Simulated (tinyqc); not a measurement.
Lifetime from the storage time.

Problem. In the charge-control model of a long diode dQ/dt = -Ir - Q/tau after the current is switched from If to -Ir, with Q(0) = If tau; the storage time ends at Q = 0. Find tau, the stored charge and the share of it that leaves through the terminals.

forward and reverse current (mA): 6.1  3.9
storage time = 70.620640 ns

Answer. Integrating gives ts = tau ln(1 + If/Ir). The extracted charge is Ir ts; the rest recombines.

tau = 75.00 ns
stored charge = 0.4575 nC
share extracted = 60.20 %

Program tinyqc, `OMP_NUM_THREADS=1 python tinyqc.py 2230018 2230019 out.jsonl`; Intel Xeon 2.30GHz, shared host, one thread, about 0.01 s.
